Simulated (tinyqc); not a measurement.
Free and trapped electrons in a MOS channel with a dense trap tail: two steps of the calculation.

p-type body, charge-sheet picture, full ionisation (an idealisation for deep acceptors), Boltzmann statistics for free electrons. e = Ec - EF at the surface. Acceptor-like traps of density D(E) = D0 + De exp(-E/Ew) at depth E below Ec, from 0 to Eu, hold n_t = integral of D(E)/(1 + exp((e - E)/Vt)). psi = Eg - Vt ln(Nv/Na) - e; N_dep = sqrt(2 eps0 eps_r Na (psi - Vt)/q); n_f = sqrt(N_dep^2 + 2 eps0 eps_r Vt Nc exp(-e/Vt)/q) - N_dep; Vg = Vfb + psi + q (N_dep + n_t + n_f)/Cox, Cox = eps0 eox/tox.

Inputs (values chosen for the exercise); band and dielectric values close to those of silicon:
```
symbol    value         unit                                             meaning
T           475            K                                         temperature
Eg         1.11           eV                                            band gap
eps_r      11.7                                            relative permittivity
Nc      5.66e19        cm^-3              conduction-band density of states at T
Nv      5.28e19        cm^-3                 valence-band density of states at T
eox         3.9                           relative permittivity of the insulator
tox          27           nm                                 insulator thickness
Na       5.8e16        cm^-3                                    acceptor density
Vfb       -0.97            V            flat-band voltage without trapped charge
D0       1.3e11  cm^-2 eV^-1  constant background density of acceptor-like traps
De       4.4e12  cm^-2 eV^-1          density of the tail at the conduction edge
Ew         0.12           eV                            decay energy of the tail
Eu         0.54           eV        depth below Ec down to which the traps reach
mf          170   cm^2/(V s)                          mobility of free electrons
e           0.3           eV                              Ec - EF at the surface
```

Constants: q = 1.602176634e-19 C, kB = 1.380649e-23 J/K, Vt = kB T/q, eps0 = 8.8541878128e-14 F/cm where lengths are in cm. Results are converted to the units shown.

Question 1. Trapped charge. Trapezoid rule on 15 equal steps from 0 to Eu, f = 1/(1 + exp((e - E)/Vt)).

Wanted: E; D(E) f; n_t.

Answer 1.

```
point    E (eV)  D(E) f (cm^-2 eV^-1)
0             0              2.9703e9
1      0.036000              5.3507e9
2      0.072000              9.6584e9
3       0.10800             1.7456e10
4       0.14400             3.1497e10
5       0.18000             5.6267e10
6       0.21600             9.7591e10
7       0.25200             1.5809e11
8       0.28800             2.2607e11
9       0.32400             2.7352e11
10      0.36000             2.8359e11
11      0.39600             2.6673e11
12      0.43200             2.4066e11
13      0.46800             2.1551e11
14      0.50400             1.9465e11
15      0.54000             1.7837e11
```

n_t = 7.8023e10 cm^-2

Question 2. Charges and gate voltage. psi, N_dep, n_f and Vg as defined, with the n_t given; free share n_f/(n_f + n_t); apparent mobility mf n_f/(n_f + n_t); gate voltage spent on traps q n_t/Cox.

n_t = 7.8022969e10 cm^-2

Wanted: psi; N_dep; n_f; Vg; free share; apparent mobility; gate voltage spent on traps.

Answer 2.

psi = 0.53109 V
N_dep = 6.0633e11 cm^-2
n_f = 1.5999e10 cm^-2
Vg = 0.43846 V
free share = 17.016 %
apparent mobility = 28.927 cm^2/(V s)
gate voltage spent on traps = 0.097742 V

Computed by the program tinyqc: `OMP_NUM_THREADS=1 python tinyqc.py 2222074 2222075 out.jsonl`, one thread of a shared Intel Xeon 2.30GHz, about 0.02 s for the whole run.
